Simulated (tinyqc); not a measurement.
A short-path metal as competitor: size effects in the resistivity of thin metal films and interconnect lines. Computed by tinyqc, a small Python program. Command: `OMP_NUM_THREADS=1 python tinyqc.py 3017180 3017181 out.jsonl size walk`. One thread of a shared host (Intel(R) Xeon(R) Processor @ 2.30GHz), about 0.01 s of CPU time with the checks.

Electrons lose their drift at surfaces (a share 1 - p of the hits) and at grain boundaries (reflection R), besides bulk scattering. The line sits in a trench with a non-conducting liner on both walls and the bottom; the spacing equals the drawn width.

Inputs (values chosen for the exercise, modelled on nickel):
```
quantity,value,unit
bulk resistivity rho_b,6.76,microohm cm
bulk mean free path lambda,5.91,nm
specularity p,0,-
grain-boundary reflection R,0.51,-
grain size over metal width,0.85,-
aspect ratio (height over width),2.1,-
liner thickness t,0.6,nm
competitor: rho_b relative to this metal,2.9,-
competitor: lambda relative to this metal,0.32,-
competitor: liner relative to t,0,-
```

Geometry: line.

Method:
- Fuchs-Sondheimer film: rho_b/rho = 1 - (3/(2 kappa))(1 - p) int_0^1 (s - s^3)(1 - exp(-kappa/s))/(1 - p exp(-kappa/s)) ds, f = rho/rho_b, kappa = thickness/lambda, 80 Gauss-Legendre points.
- Line: the excess of a film of thickness w_m and of a film of thickness h_m are added, rho/rho_b = 1 + (f(w_m) - 1) + (f(h_m) - 1), an estimate that holds best when both sides exceed lambda.
- Mayadas-Shatzkes: alpha = (lambda/D) R/(1 - R); rho_b/rho = 1 - 3 alpha/2 + 3 alpha^2 - 3 alpha^3 ln(1 + 1/alpha).
- w_m = w - 2t, h_m = (aspect ratio) w - t, D = (ratio) w_m; rho = rho_b [1 + surface excess + grain excess].
- Effective resistivity rho (aspect ratio) w^2/(w_m h_m) for the metal with its liner, for the same metal without liner, and for a competitor with its own rho_b, lambda and liner, and for that competitor with the liner t; p, R, aspect and grain ratios are the same.

Effective resistivity (microohm cm):
```
w (nm),this metal,without liner,competitor,"competitor, liner t"
200,7.290,7.234,20.046,20.198
100,7.829,7.702,20.485,20.803
50,8.941,8.634,21.359,22.052
30,10.512,9.874,22.518,23.800
20,12.638,11.431,23.960,26.138
14,15.665,13.443,25.809,29.422
10,20.271,16.136,28.276,34.366
7,28.617,20.178,31.986,43.260
5,43.199,25.543,36.958,58.722
```

The competitor wins below a width between 7.00 and 5.00 nm. In narrow lines rho scales as rho_b lambda/w, and the product rho_b lambda of the competitor is 0.93 times this metal's. At the narrowest width the liner costs this metal a factor 1.69. With the same liner the competitor wins nowhere in the table; at the narrowest width the thinner liner lowers it from 58.7 to 37.0. Rows with w - 2t below lambda stretch the additive estimate. Metal widths below about 5 nm are outside this semiclassical model.

Extremes, crossings and ranges named in words are read from the listed rows.
